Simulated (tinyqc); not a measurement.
From wire to sheet: nanosheet or nanowire with hard walls, valleys of the Si type.

Six ellipsoidal valleys along the cube axes: inverse mass tensor w = 1/mt + (1/ml - 1/mt) a a^T with a the unit axis. Device axes: x along the channel, z = [001], y = z x x.

Hard walls around a W x H rectangle. The block w_c of w in (y, z) confines; the transport mass follows from 1/m_x = w_xx - w_xc w_c^-1 w_cx. The cross-section problem c (w_yy ky^2 + 2 w_yz ky kz + w_zz kz^2), c = hbar^2/2m0, is solved in products sin(n pi y/W) sin(l pi z/H), n, l = 1 to 12; if w_yz = 0 the levels are c pi^2 (w_yy n^2/W^2 + w_zz l^2/H^2). The w_yz term couples (n, l) to (n', l') by -2 c w_yz D_nn'(W) D_ll'(H) with D_nm(L) = 4 n m/(L (n^2 - m^2)) for n + m odd and 0 otherwise.

Without degeneracy the line density is N1 exp((EF - Ec)/kB T) with N1 = sum 2 g sqrt(m_x kB T/(4 pi c)) exp(-E/kB T), here over n, l up to 80 where w_yz = 0 and over all levels of a 12 x 12 sine basis otherwise; the classical value is W H Nc with Nc = 2 g_all (m_dos kB T/(4 pi c))^(3/2), m_dos = (ml mt^2)^(1/3); dVt = kB T ln(W H Nc/N1).

Constants: hbar^2/2m0 = 3.80998211 eV angstrom^2; kB = 8.617333262e-05 eV/K.

Values chosen for the exercise (near those of Si; not measured data):
```
symbol   value                            unit      meaning
ml       0.899                            m0        longitudinal mass
mt       0.192                            m0        transverse mass
T        300                              K         temperature
g_all    6                                          number of valleys
channel  100                                        transport direction x on a (001) wafer
H        70                               angstrom  height, along z = [001]
Ws       (25, 35, 50, 75, 110, 170, 260)  angstrom  widths
```

Valleys:
```
group  valleys g     w_yy     w_zz   |w_yz|  m_x (m0)
A              2  5.20833  1.11235  0.00000   0.19200
B              2  1.11235  5.20833  0.00000   0.19200
C              2  5.20833  5.20833  0.00000   0.89900
```

Lowest level of each group (groups ordered by w_zz, then w_yy) and dVt against the width.

Results:
```
W (angstrom)  A1 (eV)  B1 (eV)  C1 (eV)  dVt (mV)
25             0.3219   0.1069   0.3533     110.8
35             0.1684   0.0741   0.1998      85.0
50             0.0869   0.0567   0.1183      63.5
75             0.0434   0.0474   0.0748      43.9
110            0.0247   0.0434   0.0562      34.8
170            0.0153   0.0414   0.0467      29.5
260            0.0114   0.0406   0.0429      26.7
```

dVt falls from 111 to 27 mV. The lowest group changes from B to A between W = 50 and 75 angstrom (H = 70). At the widest W the lowest level is 0.0114 eV; the film limit c pi^2 w_zz/H^2 of that group is 0.0085 eV.

Program tinyqc; command `OMP_NUM_THREADS=1 python tinyqc.py 1280926 1280927 out.jsonl`; about 0.04 s on one thread of a shared Intel(R) Xeon(R) Processor @ 2.30GHz.
